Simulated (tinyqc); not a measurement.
Thin (001) film in sp3s* tight binding with raised dangling bonds, step by step. Values are carried at full precision from step to step, so a last printed digit may differ when a step is redone from the rounded ones.

sp3s* tight binding, nearest neighbours only: anion (a) at 0, cation (c) at a/4 (1,1,1), orbitals s, px, py, pz, s* on each; k in units of 2 pi/a. With phases e_j = exp(i (pi/2) k.n_j) for n = (1,1,1), (1,-1,-1), (-1,1,-1), (-1,-1,1): g0 = (e1+e2+e3+e4)/4, g1 = (e1+e2-e3-e4)/4, g2 = (e1-e2+e3-e4)/4, g3 = (e1-e2-e3+e4)/4. The diagonal holds the levels Esa, Epa, Exa (s*) and Esc, Epc, Exc. Anion-cation block: <sa|sc> = Vss g0; <sa|xc> = Vsapc g1; <xa|sc> = -Vscpa g1; <xa|xc> = Vxx g0; <xa|yc> = <ya|xc> = Vxy g3, <xa|zc> = <za|xc> = Vxy g2, <ya|zc> = <za|yc> = Vxy g1; <s*a|xc> = Vxapc g1; <xa|s*c> = -Vpaxc g1; y and z take g2 and g3 in place of g1; s-s* and s*-s* vanish.

Values chosen for the exercise (out of a larger set: near a published set for Si, fitted to gaps, whose masses and valley positions are rough; not measured data):
```
symbol  value                                                                                          unit  meaning
p       (-4.183, 1.706, -4.183, 1.706, 6.641, 6.641, -8.211, 1.71, 4.569, 5.674, 5.674, 5.311, 5.311)  eV    order Esa, Epa, Esc, Epc, Exa, Exc, Vss, Vxx, Vxy, Vsapc, Vscpa, Vxapc, Vpaxc
N       5                                                                                                    atomic planes in the small film
dl      10                                                                                             eV    shift of the dangling hybrids
```

## Bulk edges along [001]

Gap at Gamma and minimum on (0,0,kz), kz from 0.5 to 1, from the bulk Ev. States at zero in-plane momentum come from this line alone.

edges (eV): Gamma 3.4200, Delta 1.1832

kz of the minimum = 0.7327 2 pi/a

## The two blocks of the small film

Planes alternate anion (a), cation (c) along [001], a/4 apart, starting with an anion; zero in-plane momentum; levels counted from the bulk Ev, the lower root of [[Epa, Vxx], [Vxx, Epc]]; no spin-orbit coupling. Block of s, pz, s*: from an anion to the cation above, Vss/2 (s,s), Vsapc/2 (s,z), -Vscpa/2 (z,s), Vxx/2 (z,z), Vxapc/2 (s*,z), -Vpaxc/2 (z,s*); to the cation below the same with the s-z and s*-z signs reversed. Block of u = (px + py)/sqrt2 and v = (px - py)/sqrt2: to the cation above (Vxx + Vxy)/2 for u and (Vxx - Vxy)/2 for v, to the cation below the reverse. Each surface atom has two dangling sp3 hybrids; raising both by dl adds (dl/2) [[1, t], [t, 1]] to its s, pz levels (t = -1 at the bottom face, +1 at the top) and dl to the one of u, v in whose plane the missing bonds lie (v for a bottom anion or a top cation, u for a top anion).

Fill them in.

s, pz, s* block (eV):
```
        sa1     za1    *a1     sc2     zc2     *c2     sa3     za3     *a3     sc4     zc4     *c4
sa1   0.821  -5.000      0  -4.106   2.837       0       0       0       0       0       0       0
za1  -5.000   6.710      0  -2.837   0.855  -2.655       0       0       0       0       0       0
*a1       0       0  6.645       0   2.655       0       0       0       0       0       0       0
sc2  -4.106  -2.837      0  -4.179       0       0  -4.106   2.837       0       0       0       0
zc2   2.837   0.855  2.655       0   1.710       0  -2.837   0.855  -2.655       0       0       0
*c2       0  -2.655      0       0       0   6.645       0   2.655       0       0       0       0
sa3       0       0      0  -4.106  -2.837       0  -4.179       0       0  -4.106   2.837       0
za3       0       0      0   2.837   0.855   2.655       0   1.710       0  -2.837   0.855  -2.655
*a3       0       0      0       0  -2.655       0       0       0   6.645       0   2.655       0
sc4       0       0      0       0       0       0  -4.106  -2.837       0  -4.179       0       0
zc4       0       0      0       0       0       0   2.837   0.855   2.655       0   1.710       0
*c4       0       0      0       0       0       0       0  -2.655       0       0       0   6.645
sa5       0       0      0       0       0       0       0       0       0  -4.106  -2.837       0
za5       0       0      0       0       0       0       0       0       0   2.837   0.855   2.655
*a5       0       0      0       0       0       0       0       0       0       0  -2.655       0

        sa5    za5     *a5
sa1       0      0       0
za1       0      0       0
*a1       0      0       0
sc2       0      0       0
zc2       0      0       0
*c2       0      0       0
sa3       0      0       0
za3       0      0       0
*a3       0      0       0
sc4  -4.106  2.837       0
zc4  -2.837  0.855  -2.655
*c4       0  2.655       0
sa5   0.821  5.000       0
za5   5.000  6.710       0
*a5       0      0   6.645
```

u, v block (eV):
```
       ua1     va1     uc2     vc2     ua3     va3     uc4     vc4     ua5    va5
ua1  1.710       0   3.139       0       0       0       0       0       0      0
va1      0  11.710       0  -1.429       0       0       0       0       0      0
uc2  3.139       0   1.710       0  -1.429       0       0       0       0      0
vc2      0  -1.429       0   1.710       0   3.139       0       0       0      0
ua3      0       0  -1.429       0   1.710       0   3.139       0       0      0
va3      0       0       0   3.139       0   1.710       0  -1.429       0      0
uc4      0       0       0       0   3.139       0   1.710       0  -1.429      0
vc4      0       0       0       0       0  -1.429       0   1.710       0  3.139
ua5      0       0       0       0       0       0  -1.429       0  11.710      0
va5      0       0       0       0       0       0       0   3.139       0  1.710
```

## Levels of the small film

Diagonalise both blocks.

levels of the s, pz, s* block (eV): -11.620  -9.515  -6.418  -2.643  1.798  1.964  3.096  3.861  5.654  6.645  7.565  8.060  9.915  10.983  11.535

levels of the u, v block (eV): -2.254  -2.254  -0.844  -0.844  4.132  4.132  5.586  5.586  11.931  11.931

No level lies between 0 and the bulk edge 1.183 eV; confinement has widened the gap at zero in-plane momentum to 2.643 eV.

## Checks

- Lowest conduction level of 201 planes, with the dangling hybrids shifted far away, against the bulk edge: 1.184 against 1.183.

Run: tinyqc, `OMP_NUM_THREADS=1 python tinyqc.py 1451707 1451708 out.jsonl`; Intel(R) Xeon(R) Processor @ 2.30GHz, one thread, shared host; about 0.3 s of CPU time with all checks.
